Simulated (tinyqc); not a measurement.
## Van der Pauw, Hall and four-point-probe measurements on a doped layer: correction factor against the shape of the sample

A uniform n-type layer with sheet resistance Rs = 1/(q ns mu), point contacts, low field (mu B small).

Rs = 1/(q ns mu). For a rectangle with contacts at the corners, RA = (8 Rs/pi) sum_(k>=0) ln coth((2k + 1) pi a/(2 b)) with current along a short side b and voltage along the opposite one, RB the same with a and b exchanged. ar = a/b. F = Rs/[(pi/ln 2)(RA + RB)/2]; small-asymmetry estimate 1 - (ln 2/2) d^2 - ((ln 2)^2/4 - (ln 2)^3/12) d^4 with d = (RB - RA)/(RB + RA).

Inputs (values chosen for the exercise):
```
symbol,value,unit,meaning
ns,2.5e15,cm^-2,sheet density of the layer
mu,90,cm^2/(V s),drift mobility
```

Constants: q = 1.602176634e-19 C. Results are converted to the units shown.

Correction factor against the shape of the sample:
```
ar    RA (ohm)  RB (ohm)  RB/RA       F  estimate of F
1        6.120     6.120  1.000   1.000          1.000
1.14     3.937     9.028  2.293  0.9442         0.9444
1.29     2.456     12.50  5.089  0.8185         0.8249
1.43     1.582     15.96  10.09  0.6977         0.7254
1.57     1.019     19.57  19.22  0.5944         0.6577
1.71    0.6562     23.28  35.48  0.5114         0.6167
1.86    0.4096     27.32  66.70  0.4415         0.5917
2       0.2638     31.13  118.0  0.3899         0.5787
```

RB/RA rises from 1.00 to 118 and F falls from 1.00 to 0.390. The estimate is 0.78 % above F at a/b = 1.29 and 48 % above it in the last row. RA shrinks about as exp(-pi a/b): by a factor of 1.55 between the last two rows, against 1.55.

Numbers from tinyqc (`OMP_NUM_THREADS=1 python tinyqc.py 2850223 2850224 out.jsonl`; about 0.01 s on one thread of a shared Intel Xeon 2.30GHz).
